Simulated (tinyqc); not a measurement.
# Changing the period of the pattern

Model: rapid thermal processing of a wafer: radiative balance, ramp and cooling, pattern effects, pyrometer error and spike budget. Computed by tinyqc, a small Python program. Command: `OMP_NUM_THREADS=1 python tinyqc.py 3111999 3112000 out.jsonl rtp sweep`. One thread of a shared host (Intel(R) Xeon(R) Processor @ 2.30GHz), about 0.04 s of CPU time with the checks.

The wafer is opaque and uniform through its thickness unless said otherwise; temperatures in formulas are in kelvin (C + 273.15). sigma = 5.670374419e-12 W/(cm^2 K^4).

Inputs (values chosen for the exercise, modelled on a hot silicon wafer):
```
quantity,value,unit
wafer thickness d,725,micrometre
heat capacity per volume C,2.24,J/(cm^3 K)
thermal conductivity k,0.23,W/(cm K)
emissivity eps of each face,0.68,-
reflectivity of the chamber walls r,0.6,-
"gas heat-transfer coefficient h, both faces together",1.9,mW/(cm^2 K)
wall temperature T_w,700,K
process temperature,1140,C
ramp rate,280,K/s
relative change of absorptivity over a pattern,8.9,%
activation energy of the process E_a,2,eV
```

Constants: k_B = 8.617333262e-05 eV/K.

Method:
- Effective emissivity between parallel grey plates: eps_eff = 1/(1/eps + 1/(1 - r) - 1). Loss per area q(T) = 2 eps_eff sigma (T^4 - T_w^4) + h (T - T_w).
- Absorbed power during a ramp = q(T) + C d x ramp rate; thermal time constant tau = C d/(dq/dT), dq/dT = 8 eps_eff sigma T^3 + h; natural cooling rate q/(C d); front-to-back difference under one-sided heating at the end of the ramp = (absorbed power) d/(2 k).
- At steady state a sinusoidal change of absorbed power of relative amplitude a and period p gives the temperature amplitude a q/(dq/dT + k d (2 pi/p)^2); healing length l = sqrt(k d/(dq/dT)); process change = E_a dT/(k_B T^2). Emissivity is taken as unchanged.

One run for each value:
```
period of the pattern (mm),amplitude (K),change of the process rate (%)
0.3,1.9057e-03,2.2148e-03
0.71,1.0671e-02,1.2402e-02
1.7,6.1078e-02,7.0985e-02
4,3.3515e-01,3.8951e-01
9.5,1.8001e+00,2.0921e+00
22,7.7015e+00,8.9506e+00
53,2.0371e+01,2.3676e+01
130,2.8513e+01,3.3138e+01
300,3.0486e+01,3.5431e+01
```

Over the rows, amplitude (K) rises from 0.00191 to 30.5 (exponent d ln y / d ln x 2.0 between the first rows and 0.080 between the last); change of the process rate (%) rises from 0.00221 to 35.4 (exponent d ln y / d ln x 2.0 between the first rows and 0.080 between the last). At the low end the exponent of amplitude is 2.00, close to 2: conduction smooths short periods.
